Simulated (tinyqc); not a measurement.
Against thickness at fixed field: leakage through a gate insulator: direct, Fowler-Nordheim, trap-assisted and Poole-Frenkel currents. Computed by tinyqc, a small Python program. Command: `OMP_NUM_THREADS=1 python tinyqc.py 3018086 3018087 out.jsonl oxideleak walk`. One thread of a shared host (Intel(R) Xeon(R) Processor @ 2.30GHz), about 0.01 s of CPU time with the checks.

Electrons enter from the cathode Fermi level at x = 0; the conduction band of the insulator lies phi_b - e F x above it, F = V/t. WKB exponents use a parabolic band with mass m.

Inputs (values chosen for the exercise, with an insulator like SiO2):

| quantity | value | unit |
|---|---|---|
| thickness t | 2.2 | nm |
| barrier phi_b | 3.1 | eV |
| tunnelling mass m | 0.39 | m_0 |
| static constant eps_ox | 3.88 | - |
| voltage across the insulator V | 1.4 | V |
| trap depth phi_t | 2.5 | eV |
| trap density N_t | 1.9e+17 | cm^-3 |
| attempt rate nu_0 | 5e+12 | 1/s |
| activation of capture E_a | 0.16 | eV |
| temperature T | 450 | K |

Constants: hbar^2/(2 m_0) = 3.80998212 eV angstrom^2; e = 1.602176634e-19 C; hbar = 1.054571817e-34 J s; k_B = 8.617333262e-05 eV/K.

Method:
- For a level a distance phi(x) below the band, the WKB exponent is 2 int kappa dx with kappa = sqrt(m phi/(hbar^2/2m_0)); for a linear barrier from phi_1 down to phi_2 = max(phi_1 - e F d, 0) it is G = (4/3) sqrt(m/(hbar^2/2m_0)) (phi_1^(3/2) - phi_2^(3/2))/(e F).
- J_tun = e^3 F^2/(16 pi^2 hbar m phi_b) x exp(-G) / [1 - sqrt(phi_2/phi_b)]^2 with the free-electron mass in the cathode (m in m_0), phi_2 = max(phi_b - e V, 0): direct tunnelling for e V < phi_b, Fowler-Nordheim above. Image forces, back-flow and the limit on supply are left out, so J_tun is overstated below about 0.5 V.
- Equivalent oxide thickness = 3.9 t/eps_ox.
- A trap at depth x lies phi_t below the band. Capture: tunnel at the cathode Fermi level from 0 to x (G_in from phi_1 = phi_b), rate nu_0 exp(-G_in - E_c/k_B T) with E_c = E_a + max(phi_b - phi_t - e F x, 0), the last term being the height of the trap above the cathode Fermi level. Emission: tunnel from the trap level to the anode (G_out from phi_1 = phi_t over t - x), rate nu_0 exp(-G_out - E_a/k_B T). Re-emission to the cathode follows from detailed balance, rate_back = rate_in exp(dE/k_B T) with dE = phi_b - phi_t - e F x. Each trap passes R = rate_in rate_out/(rate_in + rate_back + rate_out) electrons per second; filling from the anode is left out.
- J_TAT = e N_t int_0^t R dx by the midpoint rule on 400 intervals; the most effective depth is the midpoint with the largest R, rounded to 0.01 nm.

field F = 6.36364 MV/cm

Currents:

| t (nm) | V (V) | J_tun (A/cm^2) | J_TAT (A/cm^2) |
|---|---|---|---|
| 1.2 | 0.7636 | 9.5324e+03 | 2.4026e-03 |
| 1.6 | 1.0182 | 1.1336e+02 | 2.0485e-03 |
| 2.2 | 1.4000 | 2.8021e-01 | 5.1814e-04 |
| 3.0 | 1.9091 | 2.7942e-04 | 2.2953e-05 |
| 4.0 | 2.5455 | 3.1803e-07 | 4.5986e-07 |
| 5.5 | 3.5000 | 6.6473e-09 | 4.1074e-09 |
| 7.5 | 4.7727 | 6.6473e-09 | 1.4287e-09 |
| 10.0 | 6.3636 | 6.6473e-09 | 1.4288e-09 |

Between the first rows J_tun falls by 4.81 decades per nm. From t = phi_b/(e F) = 4.87 nm it stops changing, since a triangular barrier does not feel the thickness. J_TAT overtakes J_tun between 3 and 4 nm and falls behind again between 4 and 5.5 nm.

Extremes, crossings and ranges named in words are read from the listed rows.
